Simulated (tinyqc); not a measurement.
Worked calculation: pair of shallow donors (hydrogen-like orbitals). Values are carried at full precision from step to step, so a last printed digit may differ when a step is redone from the rounded ones.

Each donor has the orbital exp(-r/a); energy unit Ha* = q/(eps a), q = e^2/(4 pi eps0), so that a lone donor is bound by Ha*/2; x = R/a. One electron: S = (1 + x + x^2/3) exp(-x), j = 1/x - (1 + 1/x) exp(-2x), k = (1 + x) exp(-x); levels E(+/-) = -1/2 - (j +/- k)/(1 +/- S) in Ha*, without the repulsion of the ions, split by D = |E(-) - E(+)|. In six valleys the overlaps S and k are multiplied by v = [cos(K Rx) + cos(K Ry) + cos(K Rz)]/3, K = k0 (2 pi/a_lat), for isotropic envelopes and the symmetric valley state.

Constants: e^2/(4 pi eps0) = 14.39964547 eV angstrom; hbar = 6.58211957e-16 eV s.

Inputs chosen for the exercise (near those of two donors in Si; shifted at random, so the results belong to these values and not to a real crystal): a = 17.9 angstrom (orbital radius); eps = 11.7 (dielectric constant); n = (7, 7, 0) a_lat (separation vector); a_lat = 5.431 angstrom (lattice constant); k0 = 0.847 2 pi/a_lat (valley position); dV = 0.4 D (detuning between the donors, in units of D).

## Distance and integrals

Give Ha*, R, x, S, j, k and v.

Ha* = 68.756 meV
R = 53.76 angstrom
x = 3.0036

S, j, k: [0.34780, 0.32966, 0.19861]

v = 0.9348

## One electron on two donors

Give both levels, the splitting D = |E(-) - E(+)| and the tunnelling frequency D/(2 pi hbar).

E(+), E(-) (meV): [-61.116, -49.048]

D = 12.07 meV
frequency = 2918 GHz

The second ion deepens the mean level by 20.70 meV, against Ha*/x = 22.89 meV for a point charge. Without the valley factor D would be 13.1 meV; v is positive, so the even combination lies lower.

## Detuning by a gate

Two-level picture for one electron: with detuning u = dV D the splitting is sqrt(D^2 + u^2) and the lower state has weight (1 + u/sqrt(D^2 + u^2))/2 on the lower donor; the field needed is u/(e R), 1 meV/angstrom = 100 kV/cm.

splitting = 13.00 meV
weight = 0.686
field = 8.98 kV/cm

## Two electrons and exchange

Two electrons, Heitler-London: with S' = (1 - x + x^2/3) exp(x), C = 1/x - exp(-2x)(1/x + 11/8 + 3x/4 + x^2/6), X = (1/5){exp(-2x)(25/8 - 23x/4 - 3x^2 - x^3/3) + (6/x)[S^2 (0.5772157 + ln x) + S'^2 Ei(-4x) - 2 S S' Ei(-2x)]}, Q = C - 2j + 1/x and A = X - 2 S k + S^2/x, the singlet and triplet lie at (Q +/- w A)/(1 +/- w S^2) from two lone donors, with the valley weight w = v^2; the exchange is J = triplet - singlet.

Give C, X, Q, A and J.

C, X, Q, A (Ha*): [0.3195, 0.05825, -0.006887, -0.03963]

J = 4.71e+03 micro-eV

A swap of the two spins takes pi hbar/J = 0.000439 ns (hbar = 6.58212e-16 eV s). Against the one-electron splitting D = 12.1 meV, J/D = 0.39: exchange needs both electrons to tunnel and falls as exp(-2x), D as exp(-x).

## Checks

- Heitler-London binding at x = 1.6425 against the known 0.1160 hartree: both 0.1160.
- Overlap S by quadrature in spheroidal coordinates against the formula: both 0.34780.

Computed by tinyqc, a small Python program: `OMP_NUM_THREADS=1 python tinyqc.py 1250408 1250409 out.jsonl` (the numbers bound the seed that draws the inputs); one thread of a shared host (Intel(R) Xeon(R) Processor @ 2.30GHz), about 0.01 s for the whole set of steps.
